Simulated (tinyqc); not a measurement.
Rapid thermal processing of a wafer: radiative balance, ramp and cooling, pattern effects, pyrometer error and spike budget: one step, computed by the program tinyqc. Command: `OMP_NUM_THREADS=1 python tinyqc.py 3112021 3112022 out.jsonl rtp walk`. One thread of a shared host (Intel(R) Xeon(R) Processor @ 2.30GHz), about 0.04 s of CPU time with the checks.

The wafer is opaque and uniform through its thickness unless said otherwise; temperatures in formulas are in kelvin (C + 273.15). sigma = 5.670374419e-12 W/(cm^2 K^4).

Problem. Pattern effect. At steady state a sinusoidal change of absorbed power of relative amplitude a and period p gives the temperature amplitude a q/(dq/dT + k d (2 pi/p)^2); healing length l = sqrt(k d/(dq/dT)); process change = E_a dT/(k_B T^2). Emissivity is taken as unchanged.

Inputs (values chosen for the exercise, modelled on a hot silicon wafer): wafer thickness d = 775 micrometre; thermal conductivity k = 0.26 W/(cm K); wall temperature T_w = 500 K; process temperature = 1130 C; relative change of absorptivity over a pattern = 2.7 %; period of the pattern = 0.87 mm; activation energy of the process E_a = 3.66 eV.

dq/dT = 39.49058 mW/(cm^2 K)

holding power q = 14.41067 W/cm^2

Constants: k_B = 8.617333262e-05 eV/K.

Give: healing length l; amplitude without lateral conduction; amplitude; change of the process rate.

Solution.

healing length l = 7.1432 mm

amplitude without lateral conduction = 9.8527 K

amplitude = 0.0037007 K

change of the process rate = 0.0079834 %

Lateral conduction cuts the amplitude to 0.038 %, since p/(2 pi l) = 0.019.
